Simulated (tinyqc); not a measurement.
From results back to parameters: defect, radiative and Auger recombination at equal electron and hole densities (ABC model). Two cases, with inputs chosen for the exercise.

Problem. The peak efficiency, the current at the peak and the differential lifetime there, tau_p = 1/(Ae + 2 B n_p + 3 C n_p^2), are given; Ae, B and C are hidden. n_p = sqrt(Ae/C), Q = B/sqrt(Ae C), IQE_max = Q/(Q + 2).

J/(e d) = Ae n + B n^2 + C n^3 with Ae = A + 4 S/w (four side walls, carriers spread evenly), e = 1.602176634e-19 C, lengths in cm; internal efficiency IQE = B n^2/(Ae n + B n^2 + C n^3); all injected carriers recombine in the layer.

Find: Q; Ae; n_p; B; C.

Method. Q = 2 IQE/(1 - IQE). At the peak B n = Q Ae and C n^2 = Ae, so 1/tau_p = Ae (4 + 2Q) and J = e d Ae n_p (2 + Q); B and C follow.

Case 1.

Values chosen (out of a larger set: orders of magnitude like those quoted for GaN; not measured data): d = 5.9 nm (active thickness).

IQE_max = 0.625871
J at the peak = 21.0820 A/cm^2
tau_p = 16.7521 ns

Solution.

Q = 3.35
Ae = 5.58e+06 1/s
n_p = 7.47e+18 1/cm^3
B = 2.5e-12 cm^3/s
C = 1.0e-31 cm^6/s

Case 2.

Values chosen (out of a larger set: orders of magnitude like those quoted for GaN; not measured data): d = 5.7 nm (active thickness).

IQE_max = 0.366025
J at the peak = 194.612 A/cm^2
tau_p = 4.06394 ns

Solution.

Q = 1.15
Ae = 3.90e+07 1/s
n_p = 1.73e+19 1/cm^3
B = 2.6e-12 cm^3/s
C = 1.3e-31 cm^6/s

Computed by tinyqc, one run a case: `OMP_NUM_THREADS=1 python tinyqc.py N N+1 out.jsonl` with N = 1681935, 1682027; one thread of a shared Intel(R) Xeon(R) Processor @ 2.30GHz, about 0.01 s a run at most.
